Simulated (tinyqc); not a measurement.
Concentration-dependent dopant diffusion with charged defects and the built-in field: one step, computed by the program tinyqc.

A constant source C_s feeds a half space. The dopant moves through neutral point defects and through charged ones, whose number grows with the majority carrier density n.

Task: Intrinsic density and partial diffusivities. n_i = 3.87e16 T^1.5 exp(-7014/T) per cm^3 (T in kelvin, an empirical form); each D = prefactor x exp(-E/(k_B T)); the intrinsic diffusivity D_i is their sum. Temperatures in kelvin are T(C) + 273.15.

Inputs (values chosen for the exercise, modelled on antimony in silicon):

| quantity | value | unit |
|---|---|---|
| neutral prefactor D0x | 0.242 | cm^2/s |
| neutral activation energy E0 | 3.65 | eV |
| singly charged prefactor D01 | 16.8 | cm^2/s |
| activation energy E1 | 4.09 | eV |
| temperature T | 950 | C |

Field enhancement: on.

Constants: k_B = 8.617333262e-05 eV/K.

Give: n_i; partial diffusivities; intrinsic diffusivity D_i.

Result:

n_i = 5.3521e+18 1/cm^3

partial diffusivities (cm^2/s): Dx 2.2112e-16, D1 2.3614e-16

intrinsic diffusivity D_i = 4.5726e-16 cm^2/s
